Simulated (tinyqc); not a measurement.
Speed against selectivity over temperature: anisotropic wet etching of Si(100): plane rates, V-grooves, membranes and undercut. Computed by tinyqc, a small Python program. Command: `OMP_NUM_THREADS=1 python tinyqc.py 3011328 3011329 out.jsonl wetetch walk`. One thread of a shared host (Intel(R) Xeon(R) Processor @ 2.30GHz), about 0.01 s of CPU time with the checks.

A long slot opens the mask on a (100) wafer. The floor etches at R100; (111) walls stand at theta = arctan(sqrt2) = 54.7356 degrees to the surface and recede at R111 along their normal.

Inputs (values chosen for the exercise, close to those used for potassium hydroxide solutions):
```
quantity                            value     unit
prefactor k0 of the (100) rate    5.6e+08   um/min
activation energy of (100), E       0.599       eV
ratio (100)/(111) at 80 C             280        -
extra energy of (111), dE            0.15       eV
ratio (100)/oxide at 80 C             140        -
extra energy of the oxide, dE_ox     0.29       eV
misalignment of the mask                0  degrees
wafer thickness d                     525       um
membrane thickness wanted               3       um
```

Constants: k_B = 8.617333262e-05 eV/K.

Method:
- R100 = k0 exp(-E/(k_B T)); a ratio given at 80 C scales as exp[(extra energy/k_B)(1/T - 1/353.15 K)]; R111 and R_ox follow by division.
- Temperatures in kelvin are T(C) + 273.15.
- Each row etches to the depth d - membrane; undercut per side = (R111/sin(theta) + R100 sin(misalignment)) x time.

Etching to a fixed depth:
```
T (C)  R100 (um/min)  R100/R111  time (h)  undercut (um)  oxide consumed (nm)
30            0.0617     631.28    141.10         1.0127                774.4
40            0.1282     525.52     67.85         1.2165               1103.8
50            0.2549     442.47     34.14         1.4449               1539.3
60            0.4861     376.42     17.90         1.6984               2104.2
70            0.8929     323.25      9.74         1.9778               2824.5
80            1.5845     280.00      5.49         2.2833               3728.6
90            2.7246     244.46      3.19         2.6152               4847.4
100           4.5506     214.99      1.91         2.9737               6213.8
```

What does the comparison show, and why?

From 30 to 100 C the time falls by a factor 73.8, while the oxide loss grows by 8.02 and the undercut by 2.94: the slower planes and the mask have the higher activation energies, so heat costs selectivity.
